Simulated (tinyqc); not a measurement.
# Scale length and length offset from two DIBL values

Question. DIBL = exp(-Le/(2 l)) + 2 exp(-Le/l) with Le = L - dL. Find l, dL and the drawn length for a DIBL of 100 mV/V.

DIBL at drawn lengths 140 and 200 nm (mV/V): [112.65508, 35.928504]

Answer. With e = exp(-Le/(2 l)), 2 e^2 + e = DIBL gives e and so Le/l at each length; Le/l is a straight line in L with slope 1/l.

l = 29.0 nm
dL = 3.30 nm
length for 100 mV/V = 146 nm

Numbers from tinyqc (`OMP_NUM_THREADS=1 python tinyqc.py 2002182 2002183 out.jsonl`; about 0.01 s on one thread of a shared Intel Xeon 2.30GHz).
